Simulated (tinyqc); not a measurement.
Capacitance measurement on a leaky thin oxide: effects of series resistance and leakage: one step of the calculation.

The device is a capacitance C in parallel with a leakage conductance G, in series with Rs and Ls. An impedance meter reports either a parallel pair (Cp, Gp) from Y = 1/Z = Gp + i w Cp or a series pair (Cs, Rm) from Z = Rm + 1/(i w Cs); w = 2 pi f, dissipation D = Gp/(w |Cp|).

Task. True capacitance and conductance. EOT = 3.9 tox/eox; CET = EOT + zc + zp; C = 3.9 eps0 A/CET; G = Jg A/Vs.

Values chosen for this exercise; values of the order met in thin-oxide MOS capacitors:
```
symbol  value    unit                                                                 meaning
eox       7.7          relative permittivity of the gate insulator (close to silicon nitride)
tox       4.7      nm                                                     insulator thickness
A         100    um^2                                                               gate area
zc       0.53      nm              oxide-equivalent thickness added by the accumulation layer
zp       0.21      nm                      oxide-equivalent thickness added by gate depletion
Jg       0.36  A/cm^2              gate leakage current density, not matched to the thickness
Vs       0.39       V                               voltage for an e-fold rise of the leakage
```

Constants: eps0 = 8.8541878128e-14 F/cm where lengths are in cm. Results are converted to the units shown.

Give: EOT; CET; C; G.

Result.

EOT = 2.3805 nm
CET = 3.1205 nm
C = 1.1066 pF
G = 0.92308 uS

Program tinyqc, `OMP_NUM_THREADS=1 python tinyqc.py 2022060 2022061 out.jsonl`; Intel Xeon 2.30GHz, shared host, one thread, about 0.01 s.
